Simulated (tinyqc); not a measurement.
# Input admittance of a MOSFET at zero drain bias: distributed channel and distributed gate: effects of single changes

Source and drain grounded, strong inversion, w = 2 pi f, Cox = eps0 eox/tox. The channel is an RC line of resistance 1/(mu Cox Vo) per square fed from both ends, so one finger has the intrinsic admittance y = i w Cox L tanh(g)/g per width, g = (1/2) sqrt(i w tau), tau = L^2/(mu Vo). The vertical resistance rv/L is in series with y, the overlaps 2 i w Cov in parallel: y_t = 1/(1/y + rv/L) + 2 i w Cov. The gate strip is a line of Rsh/L per length loaded by y_t, so a finger has Y = y_t Wf tanh(k)/k, k = (Wf/sd) sqrt(y_t Rsh/L); the device has Nf Y.

Inputs (values chosen for the exercise); values of the order met in silicon radio-frequency transistors:
```
symbol  value        unit                                                                 meaning
eox       3.9              relative permittivity of the gate insulator (close to silicon dioxide)
tox       2.8          nm                                                     insulator thickness
L        0.22          um                                                          channel length
Wf       0.57          um                                                            finger width
Nf         64                                                                   number of fingers
mu        100  cm^2/(V s)                                                        channel mobility
Vo       0.69           V                                                          gate overdrive
Rsh       8.2  ohm/square                                            sheet resistance of the gate
rv          0    ohm um^2                                  vertical resistivity of the gate stack
sd          2                                       number of ends at which a finger is contacted
Cov      0.27       fF/um                             overlap and fringe capacitance on each side
f          29         GHz                                                               frequency
```

Constants: eps0 = 8.8541878128e-14 F/cm where lengths are in cm. Results are converted to the units shown.

Each table varies one quantity; the others keep the values above.

## Input impedance against frequency

Low-frequency limits, with c = Cox L and ct = c + 2 Cov: R_strip = Rsh Wf/(3 sd^2 L Nf), R_ch = (c/ct)^2 L/(12 mu Cox Vo Wf Nf), R_vert = (c/ct)^2 rv/(L Wf Nf), C = ct Wf Nf. Z = 1/(Nf Y) = R + 1/(i w C), Q = |Im Z|/R, far-point signal |1/cosh k|.

The same in every row: low-frequency R (ohm) = 4.136.

Results:
```
f (GHz)    w tau       |k|  R (ohm)  C (fF)      Q  signal at the far point
0.3      0.01322  0.004309    4.136   118.7   1081                    1.000
0.7      0.03085  0.006582    4.136   118.7  463.3                    1.000
2        0.08815   0.01112    4.136   118.7  162.1                    1.000
4         0.1763   0.01573    4.135   118.7  81.08                    1.000
9         0.3967   0.02359    4.135   118.6  36.05                    1.000
20        0.8815   0.03512    4.132   118.5  16.25                    1.000
50         2.204   0.05503    4.115   117.5  6.585                   0.9998
300        13.22    0.1105    3.517   90.86  1.660                   0.9969
```

Estimate the missing row, f = 100 GHz.

Computed row:
```
f (GHz)  w tau      |k|  R (ohm)  C (fF)      Q  signal at the far point
100      4.407  0.07560    4.054   114.1  3.441                   0.9992
```

With this row back in the table: R falls from 4.14 to 3.52 ohm and C falls from 119 to 90.9 fF. Q goes as f^(-1.00) between the first two rows and f^(-0.66) between the last two, where w tau = 13.2 and |k| = 0.110. The low-frequency limits hold both R and C within 5 % up to f = 100 GHz among the rows.

## Effect of the channel length

Same model as above.

Results:
```
L (um)     w tau       |k|  R (ohm)  low-frequency R (ohm)  C (fF)       Q  signal at the far point
0.03    0.023767  0.060673  0.33599                0.33599  33.196  492.05                   1.0000
0.11     0.31953  0.045734   1.5658                 1.5661  69.171  50.670                  0.99998
0.22      1.2781  0.042207   4.1286                 4.1356  118.27  11.240                  0.99992
0.42      4.6583  0.038841   9.1191                 9.2609  200.74  2.9980                  0.99976
0.8       16.901  0.029514   16.788                 19.312  272.75  1.1986                  0.99972
1.6       67.603  0.019801   19.061                 40.698  249.51  1.1539                  0.99987
3         237.67  0.014498   18.917                 78.236  250.33  1.1589                  0.99993
```

Estimate the missing row, L = 0.058 um.

Computed row:
```
L (um)     w tau       |k|  R (ohm)  low-frequency R (ohm)  C (fF)       Q  signal at the far point
0.058   0.088835  0.051250  0.61047                0.61048  45.792  196.32                  0.99999
```

With this row back in the table: As L goes from 0.03 to 3, R goes from 0.336 through a maximum of 19.1 (at L = 1.6 among the rows listed) to 18.9 ohm, C moves up and down between 33.2 and 273 fF and Q goes from 492 through a minimum of 1.15 (at L = 1.6 among the rows listed) to 1.16.

tinyqc, about 0.01 s, one thread, Intel Xeon 2.30GHz (shared host): `OMP_NUM_THREADS=1 python tinyqc.py 2262131 2262132 out.jsonl`
